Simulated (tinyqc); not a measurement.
Inside a calculation. Method: tight binding, kagome lattice. Computed by tinyqc, a small Python program that keeps every step. Settings: t1 = 1.71, t2 = 1.71, delta = -0.39, bands filled = 1. Command: `OMP_NUM_THREADS=1 python tinyqc.py 24003 24004 out.jsonl` (the two numbers bound the seeds that draw the settings). One thread of a shared host (Intel(R) Xeon(R) Processor @ 2.60GHz), about 0.01 s of CPU time with the checks.

## Bloch Hamiltonian at k

Parameters chosen for this model:
```
parameter      value                unit
t1          1.710000    eV, up triangles
t2          1.710000  eV, down triangles
delta      -0.390000        eV on site C
```

k point k (fractions of the reciprocal vectors): -0.340000  0.440000

H_AB = -t1 - t2 exp(-i k.a1), H_AC = -t1 - t2 exp(-i k.a2), H_BC = -t1 - t2 exp(i k.(a1 - a2)), H_CC = delta.

H(k) at k (eV), lower triangle (Hermitian):
```
                     A                    B          C
A             0.000000
B  -0.793736+1.443801i             0.000000
C  -0.120082-0.629493i  -2.030422+1.679711i  -0.390000
```

## Levels at k

Diagonalise the Hermitian matrix.

eigenvalues (eV): -3.006455  -0.670283  3.286739

weights |c|^2 of the basis functions:
```
     band 1    band 2    band 3
A  0.062727  0.730849  0.206424
B  0.507114  0.024103  0.468784
C  0.430159  0.245049  0.324792
```

## Bloch Hamiltonian at K

k point K (fractions of the reciprocal vectors): 0.333333  0.666667

As before.

H(k) at K (eV), lower triangle (Hermitian):
```
                     A                    B          C
A             0.000000
B  -0.855000-1.480903i             0.000000
C  -0.855000+1.480903i  -0.855000-1.480903i  -0.390000
```

## Levels at K

As before.

eigenvalues (eV): -1.976418  -1.710000  3.296418

weights |c|^2 of the basis functions:
```
     band 1    band 2    band 3
A  0.150433  0.500000  0.349567
B  0.150433  0.500000  0.349567
C  0.699134  0.000000  0.300866
```

## Bands along a path

The same steps at evenly spaced points between the labelled ones.

Bands along the path (eV):
```
k             band 1     band 2    band 3
G          -6.973336   3.163336  3.420000
G-K 0.20   -6.675887   2.903717  3.382169
G-K 0.40   -5.834387   2.085492  3.358895
G-K 0.60   -4.592603   0.859417  3.343186
G-K 0.80   -3.163208  -0.550411  3.323619
K          -1.976418  -1.710000  3.296418
K-M 0.20   -2.495940  -1.173984  3.279924
K-M 0.40   -2.969777  -0.682839  3.262616
K-M 0.60   -3.325715  -0.310869  3.246585
K-M 0.80   -3.546005  -0.078884  3.234889
M          -3.620555          0  3.230555
M-K' 0.20  -3.546005  -0.078884  3.234889
M-K' 0.40  -3.325715  -0.310869  3.246585
M-K' 0.60  -2.969777  -0.682839  3.262616
M-K' 0.80  -2.495940  -1.173984  3.279924
K'         -1.976418  -1.710000  3.296418
```

With 1 band(s) filled, the highest filled level on these points lies at K and the lowest empty one at K: a gap of 0.2664 eV, direct.
